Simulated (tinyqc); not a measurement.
What a faster ramp buys: rapid thermal processing of a wafer: radiative balance, ramp and cooling, pattern effects, pyrometer error and spike budget. Computed by tinyqc, a small Python program. Command: `OMP_NUM_THREADS=1 python tinyqc.py 3112621 3112622 out.jsonl rtp walk`. One thread of a shared host (Intel(R) Xeon(R) Processor @ 2.30GHz), about 0.04 s of CPU time with the checks.

The wafer is opaque and uniform through its thickness unless said otherwise; temperatures in formulas are in kelvin (C + 273.15). sigma = 5.670374419e-12 W/(cm^2 K^4).

Inputs (values chosen for the exercise, modelled on a hot silicon wafer): wafer thickness d = 725 micrometre; heat capacity per volume C = 2.28 J/(cm^3 K); thermal conductivity k = 0.27 W/(cm K); emissivity eps of each face = 0.62; reflectivity of the chamber walls r = 0.56; gas heat-transfer coefficient h, both faces together = 3 mW/(cm^2 K); wall temperature T_w = 500 K; process temperature = 620 C; starting temperature = 500 C; ramp rate = 88 K/s; activation energy of the process E_a = 2.7 eV.

Constants: k_B = 8.617333262e-05 eV/K.

Method:
- Effective emissivity between parallel grey plates: eps_eff = 1/(1/eps + 1/(1 - r) - 1). Loss per area q(T) = 2 eps_eff sigma (T^4 - T_w^4) + h (T - T_w).
- Absorbed power during a ramp = q(T) + C d x ramp rate; thermal time constant tau = C d/(dq/dT), dq/dT = 8 eps_eff sigma T^3 + h; natural cooling rate q/(C d); front-to-back difference under one-sided heating at the end of the ramp = (absorbed power) d/(2 k).
- Cooling with the lamps off: C d dT/dt = -q(T), integrated adaptively (relative tolerance 1e-10).
- Spike anneal: linear ramp to the peak, then lamps off. Equivalent time at the peak = int exp(-(E_a/k_B)(1/T - 1/T_peak)) dt; estimate (k_B T^2/E_a)(1/ramp rate + 1/cooling rate). The ramp part uses 4000 trapezoid steps, the cooling part 4000 steps over 4 tau.

time constant tau = 11.6405 s

holding power q = 3.43473 W/cm^2

natural cooling rate = 20.7788 K/s

Against the ramp rate:
```
ramp (K/s)  ramp part (s)  cooling part (s)  total (s)  power at the peak (W/cm^2)
10                 2.4042            1.2872     3.6914                        5.09
25                 0.9617            1.2872     2.2489                        7.57
50                 0.4808            1.2872     1.7680                       11.70
100                0.2404            1.2872     1.5276                       19.96
250                0.0962            1.2872     1.3834                       44.76
500                0.0481            1.2872     1.3353                       86.08
1000               0.0240            1.2872     1.3112                      168.73
```

From 10 to 100 K/s the total falls by a factor 2.4, from 100 to 1000 K/s by 1.17: the cooling part, 1.29 s, is a floor, and the natural cooling rate here is 20.8 K/s.

Extremes, crossings and ranges named in words are read from the listed rows.
